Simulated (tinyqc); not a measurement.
From results back to parameters: propagation of a band-gap error through k.p and effective-mass formulas. Three cases, with inputs chosen for the exercise.

Problem. A calculation returned the electron mass below. With 1/me = 1 + Ep (E + 2 Dso/3)/(E (E + Dso)) and the given Ep and Dso, which gap E did it have, and by what factor is exp(-E/2kT) off against the gap Eg?

Constants: kB = 8.617333262e-05 eV/K.
Find: X = 1/me - 1; E; log10 of the factor.
Method. X E^2 + (X Dso - Ep) E - (2/3) Ep Dso = 0 has one positive root; the factor is exp((Eg - E)/2kT).

Case 1.

Values chosen (reference values near those of InP, gap at low temperature; not measured data): Eg = 1.419 eV (gap at Gamma to the s-like level); Dso = 0.107 eV (spin-orbit splitting); Ep = 20.7 eV (Kane energy); T = 400 K (temperature).

me = 0.0274655 m0

Solution.

X = 1/me - 1 = 35.409
E = 0.553 eV
log10 of the factor = 5.46

Case 2.

Values chosen (reference values near those of GaAs, gap at low temperature; not measured data): Eg = 1.527 eV (gap at Gamma to the s-like level); Dso = 0.341 eV (spin-orbit splitting); Ep = 25.4 eV (Kane energy); T = 300 K (temperature).

me = 0.1219149 m0

Solution.

X = 1/me - 1 = 7.202
E = 3.420 eV
log10 of the factor = -15.90

Case 3.

Values chosen (reference values near those of ZnSe, gap at low temperature; not measured data): Eg = 2.776 eV (gap at Gamma to the s-like level); Dso = 0.402 eV (spin-orbit splitting); Ep = 24 eV (Kane energy); T = 77 K (temperature).

me = 0.0567356 m0

Solution.

X = 1/me - 1 = 16.626
E = 1.332 eV
log10 of the factor = 47.26

Computed by tinyqc, one run a case: `OMP_NUM_THREADS=1 python tinyqc.py N N+1 out.jsonl` with N = 1880278, 1880281, 1880286; one thread of a shared Intel(R) Xeon(R) Processor @ 2.30GHz, about 0.01 s a run at most.
